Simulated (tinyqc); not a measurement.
Inside a calculation. Method: Born-Oppenheimer dynamics on the RHF/3-21g surface (energies and gradients from PySCF), for H2, spin multiplicity 1. Computed by tinyqc, a small Python program that keeps every step (integrals from PySCF). Settings: charge = 0, multiplicity = 1, basis = 3-21g, time step (fs) = 0.2, steps = 24. Command: `OMP_NUM_THREADS=1 python tinyqc.py 22412 22413 out.jsonl` (the two numbers bound the seeds that draw the settings). One thread of a shared host (Intel(R) Xeon(R) Processor @ 2.60GHz), about 0.8 s of CPU time with the checks.

## Velocity Verlet step 1

positions (bohr):
```
           x         y         z
1H  0.000000  0.000000  0.000000
2H  0.000000  0.000000  1.574142
```

velocities (bohr per atomic time unit):
```
               x             y             z
1H  -0.000122500   0.000105000  -0.000118500
2H   0.000122500  -0.000105000   0.000118500
```

gradient (hartree/bohr):
```
             x           y            z
1H  0.00000000  0.00000000  -0.05706543
2H  0.00000000  0.00000000   0.05706543
```

masses (electron masses): 1H 1837.152588, 2H 1837.152588

gradient after step 1 (hartree/bohr):
```
              x            y            z
1H  -0.00007340   0.00006291  -0.05702974
2H   0.00007340  -0.00006291   0.05702974
```

dt = 0.2 fs = 8.2683 atomic units; x' = x + v dt - g dt^2 / (2m); after the new gradient g', v' = v - (g + g') dt / (2m).

positions after step 1 (bohr):
```
            x          y         z
1H  -0.001013   0.000868  0.000082
2H   0.001013  -0.000868  1.574060
```

velocities after step 1 (bohr per atomic time unit):
```
               x             y             z
1H  -0.000122335   0.000104858   0.000138248
2H   0.000122335  -0.000104858  -0.000138248
```

## Velocity Verlet step 2

gradient after step 2 (hartree/bohr):
```
              x            y            z
1H  -0.00014449   0.00012385  -0.05605231
2H   0.00014449  -0.00012385   0.05605231
```

As before.

positions after step 2 (bohr):
```
            x          y         z
1H  -0.002023   0.001734  0.002286
2H   0.002023  -0.001734  1.571856
```

velocities after step 2 (bohr per atomic time unit):
```
               x             y             z
1H  -0.000121845   0.000104438   0.000392716
2H   0.000121845  -0.000104438  -0.000392716
```

## Energy conservation

The total energy should stay constant up to terms of order dt^2; the step counts as short enough if it moves by less than 2 % of the largest kinetic energy.

Trajectory:

| time (fs) | 1H-2H (angstrom) | potential (hartree) | kinetic (hartree) | total (hartree) |
|---|---|---|---|---|
| 0.000000 | 0.833000 | -1.11711504 | 0.00007362 | -1.11704142 |
| 0.200000 | 0.832914 | -1.11712426 | 0.00008281 | -1.11704146 |
| 0.400000 | 0.830585 | -1.11737314 | 0.00033065 | -1.11704249 |
| 0.600000 | 0.826051 | -1.11784514 | 0.00080062 | -1.11704452 |
| 0.800000 | 0.819388 | -1.11850784 | 0.00146028 | -1.11704756 |
| 1.000000 | 0.810714 | -1.11931315 | 0.00226157 | -1.11705158 |
| 1.200000 | 0.800188 | -1.12019798 | 0.00314146 | -1.11705651 |
| 1.400000 | 0.788017 | -1.12108594 | 0.00402377 | -1.11706217 |
| 1.600000 | 0.774459 | -1.12189069 | 0.00482246 | -1.11706823 |
| 1.800000 | 0.759825 | -1.12252156 | 0.00544740 | -1.11707416 |
| 2.000000 | 0.744482 | -1.12289232 | 0.00581310 | -1.11707921 |
| 2.200000 | 0.728854 | -1.12293319 | 0.00585077 | -1.11708241 |
| 2.400000 | 0.713416 | -1.12260567 | 0.00552293 | -1.11708274 |
| 2.600000 | 0.698688 | -1.12191792 | 0.00483861 | -1.11707932 |
| 2.800000 | 0.685214 | -1.12093682 | 0.00386495 | -1.11707187 |
| 3.000000 | 0.673537 | -1.11979076 | 0.00272968 | -1.11706107 |
| 3.200000 | 0.664168 | -1.11865758 | 0.00160881 | -1.11704877 |
| 3.400000 | 0.657547 | -1.11773493 | 0.00069717 | -1.11703776 |
| 3.600000 | 0.653998 | -1.11719720 | 0.00016622 | -1.11703097 |
| 3.800000 | 0.653702 | -1.11715104 | 0.00012066 | -1.11703038 |
| 4.000000 | 0.656676 | -1.11760579 | 0.00056964 | -1.11703616 |
| 4.200000 | 0.662766 | -1.11847074 | 0.00142413 | -1.11704661 |
| 4.400000 | 0.671670 | -1.11958062 | 0.00252171 | -1.11705890 |
| 4.600000 | 0.682969 | -1.12073853 | 0.00366839 | -1.11707014 |
| 4.800000 | 0.696160 | -1.12176041 | 0.00468214 | -1.11707827 |

The total energy moves within 5.2e-05 hartree, under 2 % of the largest kinetic energy.
